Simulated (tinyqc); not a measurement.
Worked calculation: six-band hole subbands of a thin body in a field. Values are carried at full precision from step to step, so a last printed digit may differ when a step is redone from the rounded ones.

Constants: hbar^2/2m0 = 3.80998211 eV angstrom^2.

Parameters, chosen for this exercise (near those of a p-type Ge channel; not measured data): S = (9.86, -2.67, 14.7) 1/TPa (compliances s11, s12, s44); sx = 1 GPa (stress along the channel [1-10], negative in compression); b = -2.58 eV (tetragonal potential); d = -5.33 eV (trigonal potential); g1 = 13.37 (Luttinger gamma1); g2 = 4.26 (gamma2); g3 = 5.71 (gamma3); face = 111 (surface); Dso = 0.295 eV (spin-orbit splitting); t = 65 angstrom (body thickness); F = 0.5 MV/cm (field across the body); kmax = 0.08 1/angstrom (end of the path).

## Strain and its block

exx = eyy = (s11 + s12) sx/2, ezz = s12 sx, exy = -s44 sx/4 (1 GPa/TPa = 1e-3). With e0 the traceless part, B_XX = 2b e0xx - b (e0yy + e0zz) and B_XY = sqrt(3) d exy.

strain, lower triangle:
```
           x         y          z
x   0.003595
y  -0.003675  0.003595
z          0         0  -0.002670
```

B (eV), lower triangle:
```
          X         Y        Z
X  -0.01616
Y   0.03393  -0.01616
Z         0         0  0.03233
```

## Confinement masses without spin-orbit coupling

C(n n^T)/c has C_XX = (g1 + 4 g2) nx^2 + (g1 - 2 g2)(ny^2 + nz^2) and C_XY = 6 g3 nx ny, n the unit normal; its eigenvalues are the inverse masses along n.

C(n n^T)/c, lower triangle:
```
         X        Y        Z
X  13.3700
Y  11.4200  13.3700
Z  11.4200  11.4200  13.3700
```

masses (m0): 0.5128  0.5128  0.0276

## The matrix for one sine at q = 0

Basis X, Y, Z times spin, hole energies counted downwards from the unstrained edge (the hydrostatic shift is left out), c = hbar^2/2m0. For a symmetric tensor T let C(T) have C_XX = L Txx + M (Tyy + Tzz), C_XY = N Txy (cyclic), L = c (g1 + 4 g2), M = c (g1 - 2 g2), N = 6 c g3. k = q + kz n, n the unit normal, q = k1 u + k2 v with u along the channel [1-10] and v = n x u. H = C(k k^T) + (Dso/3)(1 - L.sigma) - B + e F z with (L_k)_ij = -i epsilon_kij; B is the block C built from the traceless strain with 2b, -b and sqrt(3) d in place of L, M, N. Strain: exx = eyy = (s11 + s12) sx/2, ezz = s12 sx, exy = -s44 sx/4. Hard walls at z = 0 and t; basis sin(j pi z/t), j = 1 to Nz: kz^2 = (j pi/t)^2, kz = -i D with D_jl = 4 j l/(t (j^2 - l^2)), z_jj = t/2 and z_jl = -8 t j l/(pi (j^2 - l^2))^2 for j + l odd; 1 MV/cm = 0.01 eV/angstrom.

Nz = 1, in meV.

H (meV), lower triangle (Hermitian):
```
              X+       Y+      Z+            X-      Y-      Z-
X+        395.99
Y+  67.71-98.33i   395.99
Z+        101.64   101.64  347.50
X-             0        0   98.33        395.99
Y-             0        0  98.33i  67.71+98.33i  395.99
Z-        -98.33  -98.33i       0        101.64  101.64  347.50
```

## Its levels

Diagonalise; the levels come in pairs. Give each pair and its weights on X, Y, Z, summed over spin and averaged over the pair.

levels (meV): 181.37  319.37  638.74

weights:
```
   pair 1  pair 2  pair 3
X   0.248   0.405   0.347
Y   0.248   0.405   0.347
Z   0.504   0.190   0.306
```

## More sines

The four lowest pairs at q = 0.

Hole energies (meV):
```
Nz  pair 1  pair 2  pair 3  pair 4
1   181.37  319.37  638.74       -
2   144.00  271.97  297.44  449.98
4   135.97  237.16  293.86  334.62
8   135.83  236.58  293.80  332.05
16  135.83  236.58  293.80  332.05
```

One sine is 45.54 meV off in the top subband, since the field mixes the sines. The second pair lies 100.7 meV deeper.

## Dispersion of the top subband

Nz = 14; the two lowest levels (spin-split where the field breaks inversion), in meV from their value at q = 0.

Energies (meV):
```
|q| (1/angstrom)    u a     u b     v a     v b
0.020              7.80   15.73   23.47   28.21
0.040             26.31   45.30   65.33   81.91
0.060             50.77   74.96   89.60  114.17
0.080             82.37  107.19  112.98  131.77
```

From the mean of each pair in the first row, c q^2/E gives 0.13 m0 along u and 0.06 m0 along v. The largest distance between a and b in the table is 24.83 meV. These masses hold for the first row only: the band bends further out.

## Checks

- Top level at q = 0 on (001) without field and stress against c (g1 - 2 g2)(pi/t)^2, eV: both 0.04317.
- Hermiticity, and E(q) against E(-q): they agree to 1e-10 or better.

tinyqc: `OMP_NUM_THREADS=1 python tinyqc.py 1281064 1281065 out.jsonl`; about 0.4 s, one thread, shared Intel(R) Xeon(R) Processor @ 2.30GHz.
